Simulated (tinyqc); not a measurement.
## Thin-film transistor with exponential tail and deep states, accumulation layer: effect of the total density of deep states

An undoped film in accumulation, thicker than the space-charge layer. With band bending psi the Fermi level lies E0 - psi below the band edge. Free electrons n = n0 exp(psi/Vt) carry the current; electrons in two exponential distributions of traps, a = a0 exp(psi/Va) and d = d0 exp(psi/Vp), do not. Linear regime, ohmic contacts, traps in equilibrium.

Va = kB Tt/q, Vp = kB Td/q; n0 = Nc exp(-E0/Vt), a0 = Nt th(T/Tt) exp(-E0/Va), d0 = Nd th(T/Td) exp(-E0/Vp), th(x) = pi x/sin(pi x). G(psi) = sum over the three kinds of c0 [V (exp(psi/V) - 1) - psi], field F = sqrt(2 q G/(eps0 eps_r)); Vg = psi + eps0 eps_r F/Ci at the surface. Total charge Q = Ci (Vg - psi_s); free charge Qf = q times the integral of n0 (exp(psi/Vt) - 1)/F over psi from 0 to psi_s; I = (W/L) mb Qf Vd; effective mobility mb Qf/Q.

Values chosen for this exercise; values close to those of an organic semiconductor:
- T = 300 K (temperature)
- eps_r = 3.2 (relative permittivity of the semiconductor)
- Nc = 1.2e20 cm^-3 (density of extended states)
- mb = 2.3 cm^2/(V s) (band mobility)
- Nt = 1.1e20 cm^-3 (total density of tail states)
- Tt = 480 K (characteristic temperature of the tail)
- Td = 1210 K (characteristic temperature of the deep states)
- E0 = 0.59 eV (bulk Fermi level below the band edge)
- Ci = 35 nF/cm^2 (gate capacitance)
- WL = 2 (ratio W/L)
- Vd = 0.1 V (drain voltage)
- Vg = 9.6 V (gate voltage above flat band)

Constants: q = 1.602176634e-19 C, kB = 1.380649e-23 J/K, Vt = kB T/q, eps0 = 8.8541878128e-14 F/cm where lengths are in cm. Results are converted to the units shown.

Effect of the total density of deep states:
```
Nd (cm^-3),E0 - psi_s (eV),Q (nC/cm^2),free share (%),effective mobility (cm^2/(V s)),I (nA)
3.3e16,0.09262,318.6,5.686,0.1308,8.333
8e16,0.09269,318.6,5.663,0.1303,8.300
1.9e17,0.09287,318.6,5.611,0.1291,8.223
4.7e17,0.09331,318.6,5.482,0.1261,8.034
1.1e18,0.09432,318.7,5.208,0.1198,7.634
2.7e18,0.09690,318.7,4.592,0.1056,6.734
6.6e18,0.1033,319.0,3.421,0.07868,5.019
```

What does the comparison show?

As Nd goes from 3.3e16 to 6.6e18 cm^-3, the free share falls from 5.69 to 3.42 %, the distance of the Fermi level from the edge rises from 0.0926 to 0.103 eV and the current falls from 8.33 to 5.02 nA. Q varies by only 0.12 %: the gate sets the charge, the traps decide how much of it moves. In every row the th form, which assumes a Fermi level far below the edge, overcounts the filled tail at the surface by more than 15 %.

tinyqc, about 0.02 s, one thread, Intel Xeon 2.30GHz (shared host): `OMP_NUM_THREADS=1 python tinyqc.py 2610143 2610144 out.jsonl`
